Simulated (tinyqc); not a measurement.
Worked calculation: hopping conduction between localised states. Computed by tinyqc, a small Python program that keeps every step. Command: `OMP_NUM_THREADS=1 python tinyqc.py 3013811 3013812 out.jsonl hop walk`. One thread of a shared host (Intel(R) Xeon(R) Processor @ 2.30GHz), about 0.01 s of CPU time with the checks. Intermediate numbers are printed to about 6 digits and carried at full precision; extremes and crossings named in words are read from the listed rows.

Energies are counted from the Fermi level. A small network shows the mechanism; the laws of an infinite system follow.

Inputs (values chosen for the exercise, for a model defective oxide): localisation length xi = 4.1 nm; density of states g_0 = 4.1e+12 1/(eV cm^2); permittivity eps = 4.2; activation energy E_a to extended states = 0.11 eV; prefactor of activated conduction = 26 microsiemens; prefactor of hopping = 9.3 microsiemens; conductance scale G_0 = 1 microsiemens; temperature T = 150 K.

Dimension: 2D.

sites of the small network (nm, nm, meV), columns x, y, energy:
$$\begin{pmatrix}
0 & 9.14 & 0.86 \\
4.26 & 7.39 & 6.8 \\
12.97 & 9.39 & 47.49 \\
17.49 & 11.98 & -12.98 \\
23.91 & 4.24 & -21.76 \\
28.73 & 3.25 & 9.48 \\
36.43 & 4.56 & -25.49 \\
41 & 11.99 & 0.81
\end{pmatrix}$$

Constants: k_B = 8.617333262e-05 eV/K; e^2/(4 pi eps_0) = 14.39964548 eV angstrom.

## Pair exponents

Miller-Abrahams exponent s_ij = 2 r_ij/xi + (|E_i| + |E_j| + |E_i - E_j|)/(2 k_B T); G_ij = G_0 exp(-s_ij). The diagonal is set to 0 and not used.

s_ij:
$$\begin{pmatrix}
0.0000 & 2.7726 & 10.0020 & 9.7142 & 13.6558 & 15.0395 & 19.9491 & 20.1148 \\
2.7726 & 0.0000 & 8.0333 & 8.3613 & 11.9172 & 12.8396 & 18.2514 & 18.5879 \\
10.0020 & 8.0333 & 0.0000 & 7.2194 & 11.2557 & 11.9246 & 17.3299 & 17.4059 \\
9.7142 & 8.3613 & 7.2194 & 0.0000 & 6.5888 & 8.6800 & 11.8947 & 12.5351 \\
13.6558 & 11.9172 & 11.2557 & 6.5888 & 0.0000 & 4.8171 & 8.0813 & 10.8998 \\
15.0395 & 12.8396 & 11.9246 & 8.6800 & 4.8171 & 0.0000 & 6.5155 & 8.0820 \\
19.9491 & 18.2514 & 17.3299 & 11.8947 & 8.0813 & 6.5155 & 0.0000 & 6.2898 \\
20.1148 & 18.5879 & 17.4059 & 12.5351 & 10.8998 & 8.0820 & 6.2898 & 0.0000
\end{pmatrix}$$

## Kirchhoff solution

Site 1 is held at potential 1 and site 8 at 0; Kirchhoff's law sum_j G_ij (u_i - u_j) = 0 fixes the others; G = sum_j G_1j (1 - u_j). G_ij = G_0 exp(-s_ij).

potentials: [1.00000, 0.99593, 0.62652, 0.44960, 0.26702, 0.24088, 0.12111, 0.00000]

conductance G = 3.05714e-04 microsiemens

-ln(G/G_0) = 8.09286

## Critical path

Critical exponent s_c: the smallest value such that bonds with s_ij <= s_c connect site 1 with site 8.

critical exponent s_c = 8.03334

One such path is 1-2-3-4-5-6-7-8. -ln(G/G_0) = 8.09 against s_c = 8.03: the hardest unavoidable hop sets the conductance.

## The network against temperature

Miller-Abrahams exponent s_ij = 2 r_ij/xi + (|E_i| + |E_j| + |E_i - E_j|)/(2 k_B T); G_ij = G_0 exp(-s_ij). Site 1 is held at potential 1 and site 8 at 0; Kirchhoff's law sum_j G_ij (u_i - u_j) = 0 fixes the others; G = sum_j G_1j (1 - u_j). The last column is the length of the critical bond.

Network:
```
T (K)  -ln(G/G_0)      s_c  critical hop (nm)
45        11.8882  11.9319            14.0036
68        10.2591  10.2066            14.0036
100        9.1112   9.1264            14.0036
150        8.0929   8.0333             8.9367
220        7.3386   6.8643             8.9367
380        6.6180   5.8096             8.9367
750        6.1193   5.2421            10.0560
```

-ln(G/G_0) follows s_c within 0.9. The critical hop is 14.0 nm long at the lowest T and 10.1 nm at the highest: on cooling the carrier goes farther to find a site of nearer energy, which is variable-range hopping, though in so small a sample not at every step.

## Variable-range laws

Mott: T_M = 13.8/(k_B g_0 xi^2), exponent (T_M/T)^(1/3), mean hop r = (1/3) xi times the exponent. Efros-Shklovskii: T_ES = 6.5 e^2/(4 pi eps eps_0 k_B xi), exponent (T_ES/T)^(1/2). Coulomb gap width g_0 (e^2/(4 pi eps eps_0))^2. The numerical coefficients come from percolation theory and are given.

T_M = 232356 K

T_ES = 6307.53 K

Mott exponent = 11.5706

Efros-Shklovskii exponent = 6.48461

mean hop by the Mott formula = 15.8131 nm

Coulomb gap = 4.81935 meV

The larger exponent, here Mott, is the one that limits; the two are equal at T = 4.65 K, below which the Coulomb gap rules.

## Total conductivity

sigma = s_1 exp(-E_a/k_B T) + s_2 exp(-larger of the two exponents); reduced activation energy w = d ln(sigma)/d ln(T) by a central difference of +/- 1 %.

activated part = 0.00523764 microsiemens

hopping part = 8.77913e-05 microsiemens

conductivity = 0.00532544 microsiemens

reduced activation energy w = 8.43376

Activation to extended states carries 98 %. For sigma = s exp(-(T_0/T)^p), w = p (T_0/T)^p, so the slope of ln w against ln T gives -p.

Checks made by the program: current leaving the first site against current entering the last (relative difference below 1e-10).
